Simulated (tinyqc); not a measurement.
Transfer-length model of a contact: two steps of the calculation.

A metal contact of length d and width W on a thin layer of the same width. The metal has no resistance, the sheet resistance under it equals Rsh, and current enters the layer at the front edge x = 0.

Values chosen for this exercise:
```
symbol,value,unit,meaning
rc,2.8e-7,ohm cm^2,specific contact resistivity
d,3.7,um,contact length
W,70,um,contact width
```

Task 1. Straight-line fit. Pairs of such contacts at gaps L have R_T = Rsh L/W + 2 Rc. The values of R_T were made from Rsh and rc with a random scatter of 0.2 % and are treated as data. Least squares: slope = sum (L - mean L)(R_T - mean R_T)/sum (L - mean L)^2, intercept = mean R_T - slope mean L. Rsh = slope W, Rc = intercept/2, and A = Rc/slope is half the distance from the origin to the zero of the line.

```
gap	L (um)	R_T (ohm)
1	2.2	1.4929
2	4.2	2.1785
3	8.1	3.5228
4	15	5.8947
5	30	11.017
```

Wanted: slope; intercept; Rsh; Rc; A.

Result 1.

slope = 0.3426 ohm/um
intercept = 0.7439 ohm
Rsh = 23.98 ohm/sq
Rc = 0.3720 ohm
A = 1.086 um

Task 2. Contact resistivity. rc = Rsh Lt^2. Short cuts: Rsh A^2 (long contact, Lt = A) and Rc W d (short contact, even current).

Rsh = 23.983711 ohm/sq
Rc = 0.37197455 ohm
A = 1.0856626 um
converged Lt = 1.0833202 um

Find: rc; Rsh A^2; Rc W d.

Result 2.

rc = 2.8147e-7 ohm cm^2
Rsh A^2 = 2.8269e-7 ohm cm^2
Rc W d = 9.6341e-7 ohm cm^2

The extracted rc is 0.52 % above the value 2.8e-7 ohm cm^2 that made the data.

Program tinyqc, `OMP_NUM_THREADS=1 python tinyqc.py 2760138 2760139 out.jsonl`; Intel Xeon 2.30GHz, shared host, one thread, about 0.01 s.
